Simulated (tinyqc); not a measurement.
# Worked calculation: energy and delay of logic against supply voltage

Program tinyqc, `OMP_NUM_THREADS=1 python tinyqc.py 2082020 2082021 out.jsonl`; Intel Xeon 2.30GHz, shared host, one thread, about 0.01 s. Printed values are rounded.

One expression serves below and above threshold: I(Vg) = Ik [ln(1 + exp((Vg - VT + dd V)/(al nf Vt)))]^al, with I_on = I(V) and I_off = I(0). Gate delay td = kd C V/I_on, clock period LD td. Per gate and cycle the switching energy is act C V^2 and the leakage energy I_off V LD td. No short-circuit current, no variation. Minima are sought above 0.09 V; below a few Vt gates no longer switch and the model has no meaning.

Inputs (values chosen for the exercise); values of the order met in logic technologies: temperature T = 330 K; threshold voltage at zero drain bias VT = 0.39 V; slope factor nf = 1.06; barrier lowering per volt of supply dd = 0.1; specific current of a gate Ik = 0.31 uA; exponent of the current law al = 1.37; load capacitance of a gate C = 0.76 fF; delay factor kd = 1.1; logic depth LD = 40; activity factor act = 0.02; supply voltage V = 0.82 V.

Constants: q = 1.602176634e-19 C, kB = 1.380649e-23 J/K, Vt = kB T/q. Results are converted to the units shown.

## Currents, delay and energies

I_on, I_off, td, clock frequency 1/(LD td), both energies and their sum.

I_on = 9.75575 uA
I_off = 0.0113149 nA
td = 70.2683 ps
clock frequency = 0.355779 GHz
switching energy = 10.2205 aJ
leakage energy = 0.0260785 aJ
energy = 10.2466 aJ

I_on/I_off = 8.62e5; leakage makes up 0.255 % of the energy.

## Starting value

V = 0.24 V.

V at the start = 0.24 V

## Iteration 1: new V

Minimum-energy supply: E(V) is the energy per gate and cycle; with h = 0.001 V, E' = (E(V + h) - E(V - h))/(2 h), E'' = (E(V - h) - 2 E(V) + E(V + h))/h^2, V(new) = V - E'/E''.

E' = -9.34099 aJ/V
E'' = 420.544 aJ/V^2
V after iteration 1 = 0.262212 V

## Iteration 2: new V

As before.

E' = -1.80448 aJ/V
E'' = 268.797 aJ/V^2
V after iteration 2 = 0.268925 V

## Iteration 3: new V

As before.

E' = -0.117359 aJ/V
E'' = 234.605 aJ/V^2
V after iteration 3 = 0.269425 V

## Course of the iteration

Stop when the step is below 1e-9 V, or after 40 iterations.

Course of the iteration:
```
iteration  V before the step (V)   step (V)
1                           0.24     0.0222
2                       0.262212    6.71e-3
3                       0.268925    5.00e-4
4                       0.269425    2.53e-6
5                       0.269428  -2.47e-11
```

Converged in 5 iterations. There leakage makes up 23.6 % of the energy and the clock runs at 1.44 MHz.
